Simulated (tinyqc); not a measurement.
# Voltage drop against the factor on the load at the hot node

A grid of 17 by 17 nodes with segments Rx (rows) and Ry (columns); every node draws I1 and the central node kh I1; pads with resistance Rp sit at the nodes whose row and column are multiples of the pitch, counting from 0. The drops u = Vdd - V follow from G u = i, with G the conductance matrix and i the load currents, solved directly. Here the pitch is 8.

Parameters, values chosen for the exercise:
```
symbol  value  unit                                   meaning
Vdd       0.7     V                            supply voltage
Rx        1.7   ohm        resistance of a horizontal segment
Ry       0.83   ohm          resistance of a vertical segment
Rp       0.39   ohm  resistance from a pad node to the supply
I1        2.2    mA  load current of a node in the large grid
```

Voltage drop against the factor on the load at the hot node:
```
kh   pads  worst drop (mV)  mean drop (mV)  largest drop at a pad (mV)  largest pad current (mA)  worst drop over Vdd (%)
1       9           94.249          80.700                      41.602                    106.67                   13.464
2       9           94.434          80.844                      42.188                    108.17                   13.491
5       9           94.990          81.276                      43.946                    112.68                   13.570
10      9           95.948          81.996                      46.876                    120.19                   13.707
20      9           97.925          83.435                      52.736                    135.22                   13.989
50      9           103.97          87.754                      70.318                    180.30                   14.853
100     9           114.89          94.951                      99.620                    255.44                   16.413
```

The worst drop rises from 94.2 to 115 mV and the mean drop rises from 80.7 to 95.0 mV. The central node is itself a pad. The drops are linear in the loads, so the mean grows by 0.144 mV for each unit of kh in every row. For kh = 100 the drop exceeds 15 % of the supply, where loads no longer draw a fixed current.

Numbers from tinyqc (`OMP_NUM_THREADS=1 python tinyqc.py 2770194 2770195 out.jsonl`; about 0.1 s on one thread of a shared Intel Xeon 2.30GHz).
